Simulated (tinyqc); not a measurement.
Inside a calculation. Model: concentration-dependent dopant diffusion with charged defects and the built-in field. Computed by tinyqc, a small Python program that keeps every step. Command: `OMP_NUM_THREADS=1 python tinyqc.py 3014256 3014257 out.jsonl extrinsic walk`. One thread of a shared host (Intel(R) Xeon(R) Processor @ 2.30GHz), about 0.09 s of CPU time with the checks. Intermediate numbers are printed to about 5 digits and carried at full precision; extremes and crossings named in words are read from the listed rows.

A constant source C_s feeds a half space. The dopant moves through neutral point defects and through charged ones, whose number grows with the majority carrier density n.

Inputs (values chosen for the exercise, modelled on phosphorus in silicon):
```
quantity,value,unit
neutral prefactor D0x,4.02,cm^2/s
neutral activation energy E0,3.65,eV
singly charged prefactor D01,4.12,cm^2/s
activation energy E1,3.99,eV
doubly charged prefactor D02,40.6,cm^2/s
activation energy E2,4.37,eV
surface concentration C_s,2.2e+19,1/cm^3
junction level C_B,1e+16,1/cm^3
temperature T,1050,C
time t,620,s
```

Field enhancement: on.

Constants: k_B = 8.617333262e-05 eV/K.

## Intrinsic density and partial diffusivities

n_i = 3.87e16 T^1.5 exp(-7014/T) per cm^3 (T in kelvin, an empirical form); each D = prefactor x exp(-E/(k_B T)); the intrinsic diffusivity D_i is their sum. Temperatures in kelvin are T(C) + 273.15.

n_i = 9.2883e+18 1/cm^3

partial diffusivities (cm^2/s): Dx 5.0310e-14, D1 2.6139e-15, D2 9.1945e-16

intrinsic diffusivity D_i = 5.3843e-14 cm^2/s

## Diffusivity at the surface

n = C/2 + sqrt(C^2/4 + n_i^2); D(C) = h [Dx + D1 (n/n_i) + D2 (n/n_i)^2], h = 1 + C/sqrt(C^2 + 4 n_i^2).

n/n_i = 2.7343

field factor h = 1.7641

surface diffusivity D_s = 1.1348e-13 cm^2/s

enhancement D_s/D_i = 2.1077

C_s is 2.37 times n_i: diffusion is extrinsic near the surface.

## Similarity solution

With y = x/sqrt(D_s t), u = C/C_s and q = -(D/D_s) du/dy: du/dy = -q D_s/D, dq/dy = -(y/2) q D_s/D, u(0) = 1. The surface flux q(0) is shot so that u tends to 0 (LSODA, an adaptive multistep solver, relative tolerance 1e-10). Dose Q = 2 q(0) C_s sqrt(D_s t). The junction lies where C = C_B.

surface flux q(0) = 0.51242

dose Q = 1.8912e+14 1/cm^2

junction in units of sqrt(D_s t) = 3.6573

junction depth x_j = 306.77 nm

For a constant D, q(0) = 1/sqrt(pi) = 0.5642; for D proportional to C it tends to 0.444, with the front at y = 1.616.

## Where the concentration falls to given levels

For comparison, erfc profiles with a constant D: x = 2 sqrt(D t) erfc^-1(C/C_s), with D = D_i and D = D_s.

Depth (nm):
```
C/C_s,D/D_s,full,erfc with D_i,erfc with D_s
8.00e-01,0.91253,31.71,20.70,30.05
5.00e-01,0.76784,78.72,55.11,80.01
2.00e-01,0.59728,135.58,104.72,152.02
1.00e-01,0.53590,165.25,134.40,195.12
3.00e-02,0.49278,205.53,177.32,257.43
1.00e-02,0.48055,236.04,210.47,305.56
1.00e-03,0.47507,290.22,268.87,390.34
1.00e-04,0.47452,336.49,317.90,461.52
```

The depth between C/C_s = 0.1 and 1e-4 spans 171 nm in the full profile, against 183 nm for D_i and 266 nm for D_s; the ratio of the depths at 1e-4 and at 0.5 is 4.27, against 5.77 for any erfc. The profile is moderately steepened.

Checks made by the program: dose from the flux against the area under the profile (relative difference 2e-07).
